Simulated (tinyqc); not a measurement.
Carrier statistics of a doped semiconductor with parabolic bands, step by step. Values are carried at full precision from step to step, so a last printed digit may differ when a step is redone from the rounded ones.

Constants: kB = 8.617333262e-05 eV/K; hbar^2/2m0 = 3.80998211 eV angstrom^2.

Values chosen for the exercise (near those of InP; the results hold for these values, not for the real material):
- Eg0 = 1.408 eV (gap at 0 K)
- al = 0.000344 eV/K (Varshni alpha)
- be = 169 K (Varshni beta)
- T = 500 K
- ml = 0.0766 m0 (longitudinal electron mass)
- mt = 0.0766 m0 (transverse electron mass)
- Mv = 1 (equivalent valleys)
- mhh = 0.635 m0 (heavy-hole mass)
- mlh = 0.0925 m0 (light-hole mass)
- ND = 1.1e+14 1/cm^3 (donors)
- NA = 2.3e+12 1/cm^3 (acceptors)
- ED = 0.00595 eV (donor level below Ec)
- EA = 0.046 eV (acceptor level above Ev)

## Gap and thermal energy

Eg(T) = Eg0 - al T^2/(T + be) (Varshni).

Eg = 1.27945 eV
kT = 0.043087 eV

The gap has shrunk by 128.6 meV from 0 K and is 29.7 kT wide.

## Effective densities of states

m_de = Mv^(2/3) (ml mt^2)^(1/3); m_dh = (mhh^(3/2) + mlh^(3/2))^(2/3); N = 2 (m kB T/(4 pi c))^(3/2) with c = hbar^2/2m0, in 1/angstrom^3; times 1e24 for 1/cm^3.

m_de = 0.0766 m0
m_dh = 0.6583 m0
Nc = 1.1447e+18 1/cm^3
Nv = 2.8841e+19 1/cm^3

The light holes supply 5.3 % of Nv, and Nc/Nv = 0.0397.

## Intrinsic density and level

With Boltzmann statistics ni = sqrt(Nc Nv) exp(-Eg/2kT) and Ei = Eg/2 + (kT/2) ln(Nv/Nc), counted from Ev.

ni = 2.05e+12 1/cm^3
Ei = 0.7092 eV

Ei lies 69.5 meV above midgap, towards the band with the smaller density of states.

## Neutrality by bisection

Energies are counted from Ev, so Ec = Eg. n = Nc F_1/2((EF - Eg)/kT), p = Nv F_1/2(-EF/kT), ND+ = ND/(1 + 2 exp((EF - Eg + ED)/kT)), NA- = NA/(1 + 4 exp((EA - EF)/kT)); neutrality asks p + ND+ = n + NA-. F_j(eta) = (1/Gamma(j + 1)) integral_0^infinity x^j dx/(1 + exp(x - eta)), which tends to exp(eta) for eta << 0.

Start from the bracket [-0.2 eV, Eg + 0.2 eV]; at the midpoint EF take the sign of p + ND+ - n - NA-; where it is positive EF must rise. Fourteen steps are shown.

Bisection (eV, 1/cm^3):
```
step       low     high       EF         n         p       ND+       NA-  sign
1     -0.20000  1.47945  0.63972  4.08e+11  1.03e+13  1.10e+14  2.30e+12     +
2      0.63972  1.47945  1.05959  6.94e+15  6.02e+08  1.08e+14  2.30e+12     -
3      0.63972  1.05959  0.84966  5.33e+13  7.87e+10  1.10e+14  2.30e+12     +
4      0.84966  1.05959  0.95462  6.09e+14  6.88e+09  1.10e+14  2.30e+12     -
5      0.84966  0.95462  0.90214  1.80e+14  2.33e+10  1.10e+14  2.30e+12     -
6      0.84966  0.90214  0.87590  9.80e+13  4.28e+10  1.10e+14  2.30e+12     +
7      0.87590  0.90214  0.88902  1.33e+14  3.16e+10  1.10e+14  2.30e+12     -
8      0.87590  0.88902  0.88246  1.14e+14  3.67e+10  1.10e+14  2.30e+12     -
9      0.87590  0.88246  0.87918  1.06e+14  3.97e+10  1.10e+14  2.30e+12     +
10     0.87918  0.88246  0.88082  1.10e+14  3.82e+10  1.10e+14  2.30e+12     -
11     0.87918  0.88082  0.88000  1.08e+14  3.89e+10  1.10e+14  2.30e+12     -
12     0.87918  0.88000  0.87959  1.07e+14  3.93e+10  1.10e+14  2.30e+12     +
13     0.87959  0.88000  0.87979  1.07e+14  3.91e+10  1.10e+14  2.30e+12     +
14     0.87979  0.88000  0.87990  1.07e+14  3.90e+10  1.10e+14  2.30e+12     +
```

Each step halves the bracket, which is 0.205 meV wide at the last row.

## The neutral state

Solve the neutrality condition for EF to convergence.

EF = 0.8800 eV
n = 1.08e+14 1/cm^3
p = 3.89e+10 1/cm^3
ND+ = 1.10e+14 1/cm^3
NA- = 2.30e+12 1/cm^3

The material is n-type; 100.0 % of the donors are ionised. EF lies 9.27 kT inside the gap from the conduction edge, so Boltzmann statistics would serve; n p/(Nc Nv exp(-Eg/kT)) = 1.000.

## Checks

- F_1/2(1) by the trapezoid rule against adaptive quadrature: both 1.575641.
- Positive against negative charge at the solution (1/cm^3): both 1.10015e+14.

Run: tinyqc, `OMP_NUM_THREADS=1 python tinyqc.py 1680863 1680864 out.jsonl`; Intel(R) Xeon(R) Processor @ 2.30GHz, one thread, shared host; about 0.01 s of CPU time with all checks.
